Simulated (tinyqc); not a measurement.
# Deep trap from a strong local potential in a two-band host (Koster-Slater model with semi-elliptic bands), step by step

A worked calculation. Computed by tinyqc, a small Python program that keeps every step. Command: `OMP_NUM_THREADS=1 python tinyqc.py 3002313 3002314 out.jsonl deeptrap walk`. One thread of a shared host (Intel(R) Xeon(R) Processor @ 2.30GHz), about 0.03 s of CPU time with the checks. Intermediate numbers are printed to about 6 digits and carried at full precision; extremes and crossings named in words are read from the listed rows.

The valence band spans -2 W_v to 0 and the conduction band E_g to E_g + 2 W_c. The orbital at the impurity site has weight f_v in the valence band and 1 - f_v in the conduction band, each spread as a semi-ellipse (2/(pi W^2)) sqrt(W^2 - x^2) about the band centre. The impurity adds U to this orbital. Spin is left out.

Inputs (values chosen for the exercise, with a gap close to that of diamond):

| quantity | value | unit |
|---|---|---|
| gap E_g | 5.46 | eV |
| half-width of the valence band W_v | 5.7 | eV |
| half-width of the conduction band W_c | 5 | eV |
| valence weight f_v of the site orbital | 0.5 | - |
| impurity potential U | -19.5 | eV |
| levels per band n | 3 | - |
| trial energy E | 1.08 | eV |

Impurity: attractive, donor-like.

## Green function at the trial energy

In the gap G(E) = f_v (2/W_v^2)[x - sqrt(x^2 - W_v^2)] - (1 - f_v)(2/W_c^2)[y - sqrt(y^2 - W_c^2)], x = E + W_v, y = E_g + W_c - E. The potential that would put a level at E is U = 1/G(E).

valence part = 0.0956819 1/eV

conduction part = -0.0577492 1/eV

G(E) = 0.0379328 1/eV

potential needed = 26.3624 eV

## Thresholds and the vacancy level

G falls across the gap from G(0) to G(E_g). A repulsive U binds if U > 1/G(0), an attractive one if U < 1/G(E_g); the vacancy level (U infinite) solves G(E) = 0 (bisection).

G(0) = 0.124542 1/eV

G(E_g) = -0.151818 1/eV

repulsive threshold = 8.02944 eV

attractive threshold = -6.58684 eV

vacancy level = 2.51257 eV

## The trap level

The trap level solves G(E) = 1/U (bisection). With D = -dG/dE = D_v + D_c, D_v = f_v (2/W_v^2)[x/sqrt(x^2 - W_v^2) - 1] and D_c = (1 - f_v)(2/W_c^2)[y/sqrt(y^2 - W_c^2) - 1], the weight on the impurity orbital is 1/(U^2 D) and the conduction-band character is D_c/D.

trap level E_t = 4.40207 eV

weight on the impurity orbital = 0.0704151

conduction-band character = 0.825927

depth below the conduction band = 1.05793 eV

The level comes down from the conduction band and has covered 36 % of the way to the vacancy level, which it can never pass; 93 % of the state lies on host orbitals.

## The same problem as a small matrix

Each band is replaced by n levels e_k = centre + W cos(k pi/(n + 1)) with weights w_k = f (2/(n + 1)) sin^2(k pi/(n + 1)), k = 1..n (valence first); H_kl = e_k delta_kl + U sqrt(w_k w_l).

host levels e_k (eV): -1.6695  -5.7000  -9.7305  13.9955  10.4600  6.9245

weights w_k: 0.125  0.250  0.125  0.125  0.250  0.125

H (eV):
```
         1         2         3        4        5        6
1  -4.1070   -3.4471   -2.4375  -2.4375  -3.4471  -2.4375
2  -3.4471  -10.5750   -3.4471  -3.4471  -4.8750  -3.4471
3  -2.4375   -3.4471  -12.1680  -2.4375  -3.4471  -2.4375
4  -2.4375   -3.4471   -2.4375  11.5580  -3.4471  -2.4375
5  -3.4471   -4.8750   -3.4471  -3.4471   5.5850  -3.4471
6  -2.4375   -3.4471   -2.4375  -2.4375  -3.4471   4.4870
```

## Levels of the small matrix

Diagonalise H (2n rows). The trap level, between the highest valence and the lowest conduction e_k, is number n + 1 from below for an attractive impurity and number n for a repulsive one.

levels (eV): -20.5360  -8.3337  -2.7575  4.4485  8.6384  13.3203

trap level of the matrix = 4.44845 eV

It misses the Green-function level by +0.0464 eV. The lone level at -20.54 eV is the hyperdeep partner, which holds a large part of the impurity orbital.

## Chemical trend: level against potential

U is 1.05, 1.2, 1.5, 2, 3, 5, 10 and 30 times the threshold, rounded to three digits; the largest values are formal and only show the vacancy limit.

Trend:

| U (eV) | E_t (eV) | weight on the impurity | conduction character | E_t - vacancy level (eV) |
|---|---|---|---|---|
| -6.92 | 5.45655 | 0.0200311 | 0.995179 | 2.94398 |
| -7.90 | 5.41532 | 0.0601741 | 0.980949 | 2.90275 |
| -9.88 | 5.25597 | 0.0935319 | 0.951960 | 2.74340 |
| -13.20 | 4.93113 | 0.0966138 | 0.904316 | 2.41856 |
| -19.80 | 4.38113 | 0.0691842 | 0.822684 | 1.86856 |
| -32.90 | 3.74479 | 0.0332994 | 0.718061 | 1.23223 |
| -65.90 | 3.15400 | 0.0094747 | 0.611421 | 0.64143 |
| -198.00 | 2.72824 | 0.0010879 | 0.530640 | 0.21568 |

dE_t/dU equals the weight on the impurity, which peaks at 0.097 (U = -13.2 eV) and falls to 0.0011 in the last row, so beyond the peak each further eV of potential moves the level less. The level nears the vacancy level, 2.513 eV, as 1/U: it is 0.641 eV away at 10 times the threshold and 0.216 eV at 30 times, and the state is then host-like.

## Opening the gap, as alloying or pressure does

The conduction band is shifted rigidly; widths, weights and U stay.

Against the gap:

| E_g (eV) | E_t (eV) | depth below E_c (eV) | conduction character |
|---|---|---|---|
| 2.73 | 2.19063 | 0.53937 | 0.794024 |
| 3.55 | 2.84563 | 0.70437 | 0.803612 |
| 4.37 | 3.50860 | 0.86140 | 0.813366 |
| 4.91 | 3.94952 | 0.96048 | 0.819670 |
| 5.46 | 4.40207 | 1.05793 | 0.825927 |
| 6.28 | 5.08304 | 1.19696 | 0.834889 |
| 7.10 | 5.77116 | 1.32884 | 0.843377 |
| 8.74 | 7.16730 | 1.57270 | 0.858916 |

As the conduction band moves up by 6.010 eV the level follows by 4.977 eV, a mean slope of 0.83; the local slope is the conduction character. A shallow donor would follow with slope 1 and a shallow acceptor with slope 0.

Checks made by the program: closed form against a 4000-point quadrature of the densities of states (relative difference below 1e-10); 200 levels per band against the Green function (relative difference below 1e-10).
